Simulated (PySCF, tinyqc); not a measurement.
Worked calculation (part 2 of 2): RHF in the 6-31g basis, for H3-, spin multiplicity 1. The basis has no diffuse functions, so it cannot describe the extra electron: this is an exercise in the method, not the real anion. The lowest restricted solution is unstable here: a spin-polarised one lies 0.1013 hartree lower (PySCF). Computed by tinyqc, a small Python program that keeps every step (integrals from PySCF). Command: `OMP_NUM_THREADS=1 python tinyqc.py 20079 20080 out.jsonl` (the two numbers bound the seeds that draw the settings). One thread of a shared host (Intel(R) Xeon(R) Processor @ 2.60GHz), about 0.08 s of CPU time with the checks.

Geometry (angstrom):
```
atom         x         y         z
H     0.000000  0.000000  0.000000
H     0.000000  0.000000  1.439000
H     0.000000  1.246000  0.719000
```

## Iteration 9 (converged): orbitals

converged F (hartree), lower triangle:
```
           1H 1s      1H 2s      2H 1s      2H 2s      3H 1s      3H 2s
1H 1s   0.441502
1H 2s  -0.178493  -0.020396
2H 1s  -0.109255  -0.131663   0.547815
2H 2s  -0.152422  -0.107435  -0.168093  -0.000041
3H 1s  -0.210279  -0.228602  -0.109243  -0.152417   0.441503
3H 2s  -0.228603  -0.180594  -0.131659  -0.107437  -0.178494  -0.020394
```

X, lower triangle:
```
           1H 1s      1H 2s      2H 1s      2H 2s      3H 1s     3H 2s
1H 1s   1.261148
1H 2s  -0.516019   1.540396
2H 1s   0.033443   0.012211   1.261143
2H 2s   0.012235  -0.311355  -0.515997   1.540183
3H 1s   0.033439   0.012198   0.033444   0.012237   1.261147
3H 2s   0.012201  -0.311600   0.012217  -0.311317  -0.516016  1.540367
```

Diagonalise F' = X^T F X, C = X C', fill 2 alpha and 2 beta electrons from the bottom; D = 2 C_occ C_occ^T. Each column has its largest component positive (the first on a tie).

F' = X^T F X (hartree), lower triangle:
```
           1          2          3          4          5         6
1   0.906778
2  -0.573026   0.479408
3   0.013743  -0.047906   1.076529
4  -0.056693  -0.076785  -0.664528   0.492978
5  -0.055338  -0.121550   0.013756  -0.056689   0.906781
6  -0.121548  -0.153866  -0.047902  -0.076782  -0.573029  0.479402
```

orbital energies (hartree): MO1 -0.222183, MO2 0.125625, MO3 0.317207, MO4 1.278181, MO5 1.319761, MO6 1.523284

coefficients C:
```
            MO1        MO2        MO3        MO4        MO5        MO6
1H 1s  0.209547  -0.093027   0.191891  -0.925390   0.920563   0.257165
1H 2s  0.350618  -0.435255   0.858612   1.057015  -0.816408  -0.005675
2H 1s  0.124937   0.229017  -0.000008  -0.000022  -0.290947   1.306354
2H 2s  0.148151   1.038626  -0.000072   0.000005   0.589303  -1.176693
3H 1s  0.209544  -0.093047  -0.191883   0.925361   0.920581   0.257199
3H 2s  0.350623  -0.435286  -0.858560  -1.056989  -0.816406  -0.005718
```

D after iteration 9, lower triangle:
```
           1H 1s      1H 2s      2H 1s      2H 2s     3H 1s     3H 2s
1H 1s   0.105128
1H 2s   0.227922   0.624760
2H 1s   0.009751  -0.111751   0.136116
2H 2s  -0.131151  -0.800245   0.512745   2.201385
3H 1s   0.105130   0.227938   0.009741  -0.131193  0.105133
3H 2s   0.227930   0.624790  -0.111764  -0.800308  0.227946  0.624820
```

## Convergence

Stop when the energy changes by less than 1e-08 hartree and every element of the error matrix X^T (F D S - S D F) X is below 3e-05.

Course of the cycle:
```
iteration  E (hartree)     change  largest element of the error matrix
1          -1.16140560          -                             2.50e-01
2          -1.31975325  -1.58e-01                             4.78e-02
3          -1.32206846  -2.32e-03                             6.88e-03
4          -1.32250706  -4.39e-04                             4.37e-03
5          -1.32263735  -1.30e-04                             4.65e-03
6          -1.32160318   1.03e-03                             1.56e-03
7          -1.32159810   5.08e-06                             2.52e-04
8          -1.32159704   1.06e-06                             3.10e-05
9          -1.32159705  -3.85e-09                             1.03e-05
```

PySCF RHF in the same basis = -1.32159704 hartree

Converged in 9 iterations.

## Populations, bond orders and dipole

overlap S, lower triangle:
```
          1H 1s     1H 2s     2H 1s     2H 2s     3H 1s     3H 2s
1H 1s  1.000000
1H 2s  0.658292  1.000000
2H 1s  0.067734  0.249288  1.000000
2H 2s  0.249288  0.550847  0.658292  1.000000
3H 1s  0.067835  0.249433  0.067718  0.249265  1.000000
3H 2s  0.249433  0.551044  0.249265  0.550816  0.658292  1.000000
```

Mulliken: Z minus the diagonal of D S on the atom; Loewdin: the same with S^(1/2) D S^(1/2); Mayer order: 2 sum_s sum (D(s) S)_ij (D(s) S)_ji over the two atoms.

Charges (e):
```
atom   Mulliken    Loewdin
1H     0.005611   0.000086
2H    -1.011144  -1.000097
3H     0.005533   0.000011
```

Mayer bond orders:
```
pair      order
2-1   -0.091787
3-1    1.040322
3-2   -0.091790
```

dipole moment about the origin, x y z (debye): 0.000000  0.051249  -7.001144
